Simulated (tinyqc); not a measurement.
Saturation velocity and mobility from two gate lengths.

Question. Isat = Cox vsat Vg (x - 1)/(x + 1) per width, x = sqrt(1 + 2 mu Vg/(m vsat L)), with no series resistance and the same overdrive Vg and mu at both lengths. Find vsat and mu.

Parameters, values chosen for the exercise: gate capacitance Cox = 1.95 uF/cm^2; body factor m = 1.35.

Vg = 1.11 V
Isat at L = 0.1 and 0.5 um (uA/um): [807.43915, 286.19745]

Solution. The ratio of the currents depends on c = 2 mu Vg/(m vsat) alone and falls steadily from L2/L1 to 1 as c grows, so it fixes c; either current then gives vsat.

vsat = 1.100e7 cm/s
mu = 207.8 cm^2/(V s)

tinyqc, about 0.01 s, one thread, Intel Xeon 2.30GHz (shared host): `OMP_NUM_THREADS=1 python tinyqc.py 2500121 2500122 out.jsonl`
